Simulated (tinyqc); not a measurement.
Three regimes over temperature: precursor delivery and alloy composition in metal-organic vapour-phase epitaxy. Computed by tinyqc, a small Python program. Command: `OMP_NUM_THREADS=1 python tinyqc.py 3010512 3010513 out.jsonl movpe walk`. One thread of a shared host (Intel(R) Xeon(R) Processor @ 2.30GHz), about 0.01 s of CPU time with the checks.

Carrier gas leaves each bubbler saturated. Group-III species cross a boundary layer and react at the surface; element 2 can also desorb. The film is (1)_(1-x) (2)_x V with a zinc-blende cell.

Inputs (values chosen for the exercise, close to those used for InGaAs from TMGa and TMIn):

| quantity | value | unit |
|---|---|---|
| source 1: a in log10(p/torr) = a - b/T | 8.07 | - |
| source 1: b | 1703 | K |
| source 1: bath temperature | -1 | C |
| source 1: carrier flow | 4.8 | sccm |
| source 2: a | 10.52 | - |
| source 2: b | 3014 | K |
| source 2: bath temperature | 20 | C |
| source 2: carrier flow | 64 | sccm |
| bubbler pressure p_b | 400 | torr |
| group-V hydride flow | 91 | sccm |
| total flow | 17 | slm |
| reactor pressure p | 760 | torr |
| diffusivity D0 at 273.15 K and 760 torr | 0.32 | cm^2/s |
| boundary layer delta | 0.7 | cm |
| prefactor of the surface rate k_s | 1.3e+13 | cm/s |
| energy of k_s | 1.87 | eV |
| prefactor of the loss of element 2 | 4.6e+16 | layers/s |
| energy of the loss | 3.18 | eV |
| lattice constant a | 5.75 | angstrom |

Constants: k_B = 1.380649e-23 J/K; k_B = 8.617333262e-05 eV/K.

Method:
- Temperatures in kelvin are T(C) + 273.15.
- Vapour pressure p_v = 10^(a - b/T); precursor flow = carrier flow x p_v/(p_b - p_v); 1 sccm = 44.615 micromol/min; V/III = hydride flow over the sum of both; gas share x_g = F2/(F1 + F2).
- Partial pressure p_i = p F_i/(44615 x total flow in slm); density n_i = p_i/(k_B T), 1 torr = 133.322 Pa; D = D0 (T/273.15)^1.75 (760/p), h = D/delta, the same for both; k_s = prefactor x exp(-energy/(k_B T)); arrival J_i = n_i/(1/h + 1/k_s); in layers per second g_i = J_i a^2/2 (two group-III sites per a^2 on (001)).
- Loss of element 2 is r x with r = prefactor x exp(-energy/(k_B T)). Then x = (g2 - r x)/(g1 + g2 - r x), or r x^2 - (g1 + g2 + r) x + g2 = 0, smaller root; growth rate G = g1/(1 - x) layers/s; one layer is a/2 thick, 1 angstrom/s = 0.36 um/h.

molar flows (micromol/min): F1 41.4957, F2 12.4182

gas share x_g = 0.230334

Growth:

| T (C) | k_s/h | r (layers/s) | x | G (um/h) |
|---|---|---|---|---|
| 450 | 4.8033e-01 | 3.1674e-06 | 0.23033 | 1.0060 |
| 500 | 2.9753e+00 | 8.5887e-05 | 0.23033 | 2.4398 |
| 550 | 1.4667e+01 | 1.5597e-03 | 0.23024 | 3.1983 |
| 600 | 5.9861e+01 | 2.0322e-02 | 0.22928 | 3.5077 |
| 650 | 2.0865e+02 | 2.0049e-01 | 0.22070 | 3.6600 |
| 700 | 6.3660e+02 | 1.5634e+00 | 0.17102 | 3.5910 |
| 750 | 1.7340e+03 | 9.9743e+00 | 0.06787 | 3.3192 |
| 800 | 4.2850e+03 | 5.3541e+01 | 0.01636 | 3.2611 |
| 850 | 9.7341e+03 | 2.4747e+02 | 0.00383 | 3.3324 |

G peaks at 650 C among these rows. Between the first rows the apparent energy is 0.85 eV, against 1.87 eV for k_s, as control is already mixed; k_s passes h between 450 and 500 C, well above which G depends weakly on T until desorption sets in. Among these rows x stays within 2 % of x_g up to 600 C and then falls, to 0.0038 in the last row, as element 2 desorbs. Caution: in these rows, too, a is fixed and both precursors share one D and k_s.

Extremes, crossings and ranges named in words are read from the listed rows.
